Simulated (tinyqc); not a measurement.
# Graded p-n junction, non-linear Poisson equation by Newton steps: what changes with what

One dimension, p side on the left, n side on the right; net doping C = (Nd - Na)/2 + ((Nd + Na)/2) tanh(x/Lg). The potential psi is counted from the intrinsic level, and the quasi-Fermi potentials are flat: 0 for holes and -V for electrons, so n = ni exp((psi + V)/Vt) and p = ni exp(-psi/Vt) (Boltzmann statistics, full ionisation, no current).

Parameters, values chosen for the exercise; band and dielectric values close to those of gallium phosphide:
```
symbol    value   unit                                 meaning
T           400      K                             temperature
Eg         2.27     eV                                band gap
eps_r      11.1                          relative permittivity
Nc      2.77e19  cm^-3  conduction-band density of states at T
Nv      2.91e19  cm^-3     valence-band density of states at T
Na       7.6e16  cm^-3          acceptor density of the p side
Nd       4.9e15  cm^-3             donor density of the n side
V             0      V   bias of the p side against the n side
Lg          810     nm                          grading length
```

Constants: q = 1.602176634e-19 C, kB = 1.380649e-23 J/K, Vt = kB T/q, eps0 = 8.8541878128e-14 F/cm where lengths are in cm. Results are converted to the units shown.

Each table varies one quantity; the others keep the values above.

## Capacitance and field against bias

The Poisson equation d/dx(eps0 eps_r dpsi/dx) = -q (p - n + C) is solved on a mesh of more than 1000 nodes that ends in neutral material (psi_p = -Vt ln(Na/ni), psi_n = Vt ln(Nd/ni) - V). C_j = q d/dV of the integral of p over x, from the linearised equation. ni = sqrt(Nc Nv) exp(-Eg/(2 Vt)), Eg in volts. Depletion approximation: Vbi = Vt ln(Na Nd/ni^2), W = sqrt(2 eps0 eps_r (Vbi - V)(1/Na + 1/Nd)/q), xp = W Nd/(Na + Nd), xn = W Na/(Na + Nd), peak field 2 (Vbi - V)/W, capacitance eps0 eps_r/W. The last column applies it to an abrupt Na-Nd junction.

Capacitance and field against bias:

| V (V) | peak \|E\| (kV/cm) | C_j (nF/cm^2) | 1/C_j^2 (cm^4/uF^2) | eps0 eps_r/C_j (nm) | abrupt depletion C (nF/cm^2) |
|---|---|---|---|---|---|
| 0 | 23.46 | 9.498 | 1.108e4 | 1035 | 14.32 |
| -0.75 | 30.18 | 8.244 | 1.471e4 | 1192 | 12.00 |
| -1.5 | 36.15 | 7.443 | 1.805e4 | 1320 | 10.53 |
| -2.25 | 41.61 | 6.867 | 2.120e4 | 1431 | 9.498 |
| -3 | 46.67 | 6.425 | 2.423e4 | 1530 | 8.719 |
| -3.75 | 51.43 | 6.069 | 2.715e4 | 1619 | 8.105 |
| -4.5 | 55.94 | 5.774 | 2.999e4 | 1702 | 7.605 |
| -5.25 | 60.26 | 5.524 | 3.277e4 | 1779 | 7.187 |
| -6 | 64.39 | 5.307 | 3.550e4 | 1852 | 6.831 |

With V going from 0 to -6 V, C_j falls from 9.50 to 5.31 nF/cm^2 and the peak field rises from 23.5 to 64.4 kV/cm. The slope of 1/C_j^2, read as N = 2/(q eps0 eps_r |slope|), gives 2.62e15 cm^-3 between the first two rows and 3.49e15 cm^-3 between the last two, against Na Nd/(Na + Nd) = 4.60e15 cm^-3; it is not a straight line, so no single doping describes it. At the end C_j goes as (Vbi - V)^(-0.39) with Vbi = 1.77 V, and it is 22 % below the abrupt depletion formula (at the first row 34 % below it).

## Effect of the grading length

Same model as above.

The abrupt values quoted are those of these depletion formulas.

Effect of the grading length:

| Lg (nm) | peak \|E\| (kV/cm) | C_j (nF/cm^2) | eps0 eps_r/C_j (nm) |
|---|---|---|---|
| 100 | 40.6 | 13.9 | 708 |
| 140 | 38.2 | 13.5 | 728 |
| 200 | 35.3 | 12.9 | 760 |
| 290 | 32.1 | 12.2 | 808 |
| 410 | 29.1 | 11.3 | 868 |
| 570 | 26.3 | 10.4 | 941 |
| 810 | 23.5 | 9.50 | 1.03e3 |

What does the table show?

As Lg grows from 100 to 810 nm, the peak field falls from 40.6 to 23.5 kV/cm and C_j falls from 13.9 to 9.50 nF/cm^2. The abrupt depletion formulas give 51.5 kV/cm and W = 686 nm; the first row's field is 21 % below that and the last row's 54 % below it. The same voltage drops over a longer distance, so the field falls.

Numbers from tinyqc (`OMP_NUM_THREADS=1 python tinyqc.py 2000166 2000167 out.jsonl`; about 0.06 s on one thread of a shared Intel Xeon 2.30GHz).
